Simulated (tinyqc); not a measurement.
Worked calculation: RKS/exchange-only LDA in the sto-3g basis, for H4, spin multiplicity 1. Computed by tinyqc, a small Python program that keeps every step (integrals from PySCF). Settings: charge = 0, multiplicity = 1, basis = sto-3g, energy threshold = 1e-08, iteration cap = 50, orthogonalisation = symmetric, start = atomic densities, DIIS depth = 0, method = RKS, functional = Slater exchange alone, grid = [40, 86]. Command: `OMP_NUM_THREADS=1 python tinyqc.py 22003 22004 out.jsonl` (the two numbers bound the seeds that draw the settings). One thread of a shared host (Intel(R) Xeon(R) Processor @ 2.60GHz), about 0.6 s of CPU time with the checks. Later iterations appear only in the table of the cycle.

## One-electron integrals

Geometry (angstrom):
```
atom        x        y        z
H     0.00000  0.00000  0.00000
H     0.00000  0.00000  0.91300
H     0.00000  0.00000  2.82300
H     0.00000  0.00000  3.73600
```

Basis sto-3g: exponents (1/bohr^2) and contraction coefficients of normalised primitives:
```
element  l (shell)  exponent  coefficient
H            s (1)   3.42525      0.15433
H            s (1)   0.62391      0.53533
H            s (1)   0.16886      0.44463
```

Overlap, kinetic and nuclear-attraction integrals over the contracted functions; the nuclear repulsion is the sum of Za Zb / Rab.

nuclear repulsion = 1.9528083 hartree

overlap S:
```
         1H 1s    2H 1s    3H 1s    4H 1s
1H 1s  1.00000  0.54911  0.02635  0.00342
2H 1s  0.54911  1.00000  0.13795  0.02635
3H 1s  0.02635  0.13795  1.00000  0.54911
4H 1s  0.00342  0.02635  0.54911  1.00000
```

kinetic energy T (hartree):
```
          1H 1s     2H 1s     3H 1s     4H 1s
1H 1s   0.76003   0.14682  -0.00817  -0.00201
2H 1s   0.14682   0.76003  -0.00875  -0.00817
3H 1s  -0.00817  -0.00875   0.76003   0.14682
4H 1s  -0.00201  -0.00817   0.14682   0.76003
```

nuclear attraction V (hartree):
```
          1H 1s     2H 1s     3H 1s     4H 1s
1H 1s  -2.11025  -1.12802  -0.04430  -0.00547
2H 1s  -1.12802  -2.24550  -0.23766  -0.04430
3H 1s  -0.04430  -0.23766  -2.24550  -1.12802
4H 1s  -0.00547  -0.04430  -1.12802  -2.11025
```

core Hamiltonian H = T + V (hartree):
```
          1H 1s     2H 1s     3H 1s     4H 1s
1H 1s  -1.35022  -0.98121  -0.05247  -0.00748
2H 1s  -0.98121  -1.48546  -0.24641  -0.05247
3H 1s  -0.05247  -0.24641  -1.48546  -0.98121
4H 1s  -0.00748  -0.05247  -0.98121  -1.35022
```

## Two-electron integrals

Functions are numbered as in S; the eight-fold symmetry (ij|kl) = (ji|kl) = (kl|ij) leaves the list below.

Two-electron integrals (ij|kl) in chemists' order, unique and non-zero (hartree):
```
(11|11) 0.77461    (21|11) 0.35133    (21|21) 0.19739    (22|11) 0.50728
(22|21) 0.35133    (22|22) 0.77461    (31|11) 0.00992    (31|21) 0.00648
(31|22) 0.01382    (31|31) 0.00032    (32|11) 0.04035    (32|21) 0.02832
(32|22) 0.06616    (32|31) 0.00173    (32|32) 0.00996    (33|11) 0.18743
(33|21) 0.12354    (33|22) 0.27575    (33|31) 0.00992    (33|32) 0.06616
(33|33) 0.77461    (41|11) 0.00100    (41|21) 0.00068    (41|22) 0.00152
(41|31) 4.01e-05   (41|32) 0.00023    (41|33) 0.00152    (41|41) 5.28e-06
(42|11) 0.00625    (42|21) 0.00430    (42|22) 0.00992    (42|31) 0.00029
(42|32) 0.00173    (42|33) 0.01382    (42|41) 4.01e-05   (42|42) 0.00032
(43|11) 0.08894    (43|21) 0.05710    (43|22) 0.12354    (43|31) 0.00430
(43|32) 0.02832    (43|33) 0.35133    (43|41) 0.00068    (43|42) 0.00648
(43|43) 0.19739    (44|11) 0.14164    (44|21) 0.08894    (44|22) 0.18743
(44|31) 0.00625    (44|32) 0.04035    (44|33) 0.50728    (44|41) 0.00100
(44|42) 0.00992    (44|43) 0.35133    (44|44) 0.77461
```

## Orthogonalisation

S = U s U^T; symmetric (Loewdin) form X = U s^(-1/2) U^T, so that X^T S X = 1.

eigenvalues of S: 0.40225  0.49131  1.45639  1.65006

X:
```
          1H 1s     2H 1s     3H 1s     4H 1s
1H 1s   1.14757  -0.34644   0.02454  -0.00737
2H 1s  -0.34644   1.15768  -0.09273   0.02454
3H 1s   0.02454  -0.09273   1.15768  -0.34644
4H 1s  -0.00737   0.02454  -0.34644   1.14757
```

## Starting guess

The start is atomic minimal-basis densities projected into this basis (PySCF's MINAO start) and scaled to the electron count of each spin; this density is not idempotent, so its energy is not variational and may lie below the converged one.

D at the start:
```
          1H 1s    2H 1s    3H 1s     4H 1s
1H 1s   0.94862  0.09585  0.01114  -0.00168
2H 1s   0.09585  0.93542  0.07338   0.01114
3H 1s   0.01114  0.07338  0.93542   0.09585
4H 1s  -0.00168  0.01114  0.09585   0.94862
```

## Iteration 1: exchange-correlation on the grid

Becke grid with 40 radial and 86 angular points per atom, points of zero weight dropped. rho = sum D_ij phi_i phi_j; V_xc,ij = sum w v_xc phi_i phi_j; v_xc is d(rho eps)/d rho.

The 16 grid points with the largest w rho, of 13684 (bohr, atomic units):
```
x                y        z        w      rho    eps_xc      v_xc
-0.66904   0.66904  0.66904  0.02426  0.05474  -0.28043  -0.37391
-0.66904  -0.66904  0.66904  0.02426  0.05474  -0.28043  -0.37391
0.66904   -0.66904  0.66904  0.02426  0.05474  -0.28043  -0.37391
0.66904    0.66904  0.66904  0.02426  0.05474  -0.28043  -0.37391
-0.66904  -0.66904  6.39097  0.02426  0.05474  -0.28043  -0.37391
0.66904   -0.66904  6.39097  0.02426  0.05474  -0.28043  -0.37391
0.66904    0.66904  6.39097  0.02426  0.05474  -0.28043  -0.37391
-0.66904   0.66904  6.39097  0.02426  0.05474  -0.28043  -0.37391
-0.66904   0.66904  1.05628  0.02430  0.05460  -0.28019  -0.37358
0.66904   -0.66904  1.05628  0.02430  0.05460  -0.28019  -0.37358
0.66904    0.66904  1.05628  0.02430  0.05460  -0.28019  -0.37358
-0.66904  -0.66904  1.05628  0.02430  0.05460  -0.28019  -0.37358
-0.66904   0.66904  6.00374  0.02430  0.05460  -0.28019  -0.37358
-0.66904  -0.66904  6.00374  0.02430  0.05460  -0.28019  -0.37358
0.66904   -0.66904  6.00374  0.02430  0.05460  -0.28019  -0.37358
0.66904    0.66904  6.00374  0.02430  0.05460  -0.28019  -0.37358
```

electrons on the grid, sum of w rho = 4.00014

E_xc = sum of w rho eps_xc = -1.1383708 hartree

V_xc (hartree):
```
          1H 1s     2H 1s     3H 1s     4H 1s
1H 1s  -0.37982  -0.19996  -0.00689  -0.00081
2H 1s  -0.19996  -0.38210  -0.03679  -0.00689
3H 1s  -0.00689  -0.03679  -0.38210  -0.19996
4H 1s  -0.00081  -0.00689  -0.19996  -0.37982
```

## Iteration 1: building the Kohn-Sham matrix

J_ij = sum D_kl (ij|kl); F = H + J + V_xc; E = tr D H + tr D J / 2 + E_xc + E_nn.

Coulomb J (hartree):
```
         1H 1s    2H 1s    3H 1s    4H 1s
1H 1s  1.60968  0.91503  0.03988  0.00503
2H 1s  0.91503  1.74280  0.21272  0.03988
3H 1s  0.03988  0.21272  1.74280  0.91503
4H 1s  0.00503  0.03988  0.91503  1.60968
```

Kohn-Sham matrix F (hartree):
```
          1H 1s     2H 1s     3H 1s     4H 1s
1H 1s  -0.12035  -0.26613  -0.01948  -0.00326
2H 1s  -0.26613  -0.12477  -0.07048  -0.01948
3H 1s  -0.01948  -0.07048  -0.12477  -0.26613
4H 1s  -0.00326  -0.01948  -0.26613  -0.12035
```

total energy of this density = -1.5918465 hartree

This density is the starting one; it is not idempotent, so its energy is not variational and may lie below the converged one.

## Iteration 1: diagonalisation and new density

Diagonalise F' = X^T F X, C = X C', fill 2 alpha and 2 beta electrons from the bottom; D = 2 C_occ C_occ^T. Each column has its largest component positive (the first on a tie).

F' = X^T F X (hartree):
```
          1         2         3         4
1   0.03821  -0.28945   0.02535  -0.00950
2  -0.28945   0.04470  -0.08313   0.02535
3   0.02535  -0.08313   0.04470  -0.28945
4  -0.00950   0.02535  -0.28945   0.03821
```

orbital energies (hartree): MO1 -0.27108, MO2 -0.22956, MO3 0.26136, MO4 0.40511

coefficients C:
```
           MO1       MO2       MO3       MO4
1H 1s  0.36215   0.43945   0.75544  -0.73664
2H 1s  0.41459   0.38755  -0.66857   0.83688
3H 1s  0.41459  -0.38755  -0.66857  -0.83688
4H 1s  0.36215  -0.43945   0.75544   0.73664
```

D after iteration 1:
```
          1H 1s     2H 1s     3H 1s     4H 1s
1H 1s   0.64854   0.64091  -0.04034  -0.12393
2H 1s   0.64091   0.64417   0.04338  -0.04034
3H 1s  -0.04034   0.04338   0.64417   0.64091
4H 1s  -0.12393  -0.04034   0.64091   0.64854
```

## Iteration 2: exchange-correlation on the grid

As before.

The 16 grid points with the largest w rho, of 13684 (bohr, atomic units):
```
x                y        z        w      rho    eps_xc      v_xc
-0.66904   0.66904  6.00374  0.02430  0.06644  -0.29912  -0.39883
-0.66904  -0.66904  6.00374  0.02430  0.06644  -0.29912  -0.39883
0.66904   -0.66904  6.00374  0.02430  0.06644  -0.29912  -0.39883
0.66904    0.66904  6.00374  0.02430  0.06644  -0.29912  -0.39883
-0.66904   0.66904  1.05628  0.02430  0.06644  -0.29912  -0.39883
-0.66904  -0.66904  1.05628  0.02430  0.06644  -0.29912  -0.39883
0.66904    0.66904  1.05628  0.02430  0.06644  -0.29912  -0.39883
0.66904   -0.66904  1.05628  0.02430  0.06644  -0.29912  -0.39883
0.66904   -0.66904  0.66904  0.02426  0.06648  -0.29919  -0.39892
-0.66904  -0.66904  0.66904  0.02426  0.06648  -0.29919  -0.39892
-0.66904   0.66904  0.66904  0.02426  0.06648  -0.29919  -0.39892
0.66904    0.66904  0.66904  0.02426  0.06648  -0.29919  -0.39892
0.66904   -0.66904  6.39097  0.02426  0.06648  -0.29919  -0.39892
-0.66904   0.66904  6.39097  0.02426  0.06648  -0.29919  -0.39892
0.66904    0.66904  6.39097  0.02426  0.06648  -0.29919  -0.39892
-0.66904  -0.66904  6.39097  0.02426  0.06648  -0.29919  -0.39892
```

electrons on the grid, sum of w rho = 4.00011

E_xc = sum of w rho eps_xc = -1.1244431 hartree

V_xc (hartree):
```
          1H 1s     2H 1s     3H 1s     4H 1s
1H 1s  -0.37711  -0.20258  -0.00680  -0.00080
2H 1s  -0.20258  -0.37954  -0.03569  -0.00680
3H 1s  -0.00680  -0.03569  -0.37954  -0.20258
4H 1s  -0.00080  -0.00680  -0.20258  -0.37711
```

## Iteration 2: building the Kohn-Sham matrix

As before.

Coulomb J (hartree):
```
         1H 1s    2H 1s    3H 1s    4H 1s
1H 1s  1.60803  0.91906  0.03968  0.00500
2H 1s  0.91906  1.73930  0.21071  0.03968
3H 1s  0.03968  0.21071  1.73930  0.91906
4H 1s  0.00500  0.03968  0.91906  1.60803
```

Kohn-Sham matrix F (hartree):
```
          1H 1s     2H 1s     3H 1s     4H 1s
1H 1s  -0.11930  -0.26473  -0.01958  -0.00328
2H 1s  -0.26473  -0.12570  -0.07139  -0.01958
3H 1s  -0.01958  -0.07139  -0.12570  -0.26473
4H 1s  -0.00328  -0.01958  -0.26473  -0.11930
```

total energy of this density = -2.0166121 hartree

## Iteration 2: diagonalisation and new density

As before.

F' = X^T F X (hartree):
```
          1         2         3         4
1   0.03838  -0.28750   0.02536  -0.00946
2  -0.28750   0.04262  -0.08393   0.02536
3   0.02536  -0.08393   0.04262  -0.28750
4  -0.00946   0.02536  -0.28750   0.03838
```

orbital energies (hartree): MO1 -0.27067, MO2 -0.22813, MO3 0.25828, MO4 0.40252

coefficients C:
```
           MO1       MO2       MO3       MO4
1H 1s  0.35961   0.43892   0.75665  -0.73696
2H 1s  0.41683   0.38816  -0.66717   0.83660
3H 1s  0.41683  -0.38816  -0.66717  -0.83660
4H 1s  0.35961  -0.43892   0.75665   0.73696
```

D after iteration 2:
```
          1H 1s     2H 1s     3H 1s     4H 1s
1H 1s   0.64394   0.64054  -0.04095  -0.12666
2H 1s   0.64054   0.64884   0.04617  -0.04095
3H 1s  -0.04095   0.04617   0.64884   0.64054
4H 1s  -0.12666  -0.04095   0.64054   0.64394
```

## Convergence

Stop when the energy changes by less than 1e-08 hartree and every element of the error matrix X^T (F D S - S D F) X is below 3e-05.

Course of the cycle:
```
iteration  E (hartree)     change  largest element of the error matrix
1           -1.5918465          -                             1.08e-02
2           -2.0166121  -4.25e-01                             2.23e-03
3           -2.0166154  -3.30e-06                             2.28e-03
4           -2.0166157  -2.66e-07                             2.21e-03
5           -2.0166159  -2.51e-07                             2.14e-03
6           -2.0166162  -2.36e-07                             2.08e-03
7           -2.0166164  -2.23e-07                             2.02e-03
8           -2.0166166  -2.09e-07                             1.96e-03
9           -2.0166168  -1.98e-07                             1.90e-03
10          -2.0166170  -1.86e-07                             1.84e-03
11          -2.0166172  -1.75e-07                             1.79e-03
12          -2.0166173  -1.65e-07                             1.74e-03
13          -2.0166175  -1.55e-07                             1.69e-03
14          -2.0166176  -1.46e-07                             1.64e-03
...                ...        ...                                  ...
37          -2.0166194  -3.67e-08                             8.19e-04
38          -2.0166194  -3.45e-08                             7.95e-04
39          -2.0166195  -3.25e-08                             7.71e-04
40          -2.0166195  -3.06e-08                             7.48e-04
41          -2.0166195  -2.88e-08                             7.26e-04
42          -2.0166195  -2.71e-08                             7.05e-04
43          -2.0166196  -2.56e-08                             6.84e-04
44          -2.0166196  -2.41e-08                             6.63e-04
45          -2.0166196  -2.27e-08                             6.44e-04
46          -2.0166196  -2.13e-08                             6.25e-04
47          -2.0166197  -2.01e-08                             6.06e-04
48          -2.0166197  -1.89e-08                             5.88e-04
49          -2.0166197  -1.78e-08                             5.71e-04
50          -2.0166197  -1.68e-08                             5.54e-04
```

PySCF RKS in the same basis, fine grid = -2.0165753 hartree

Not converged within the cap of 50 iterations: the residual falls steadily but slowly, by a factor of about 0.97 a step. Reruns (cap 100 unless said): DIIS 8: converged in 10; damping 0.5: converged in 27; level shift 0.5: converged in 9; atomic densities as start, DIIS 8: converged in 10; the original settings with a cap of 400: converged in 147.
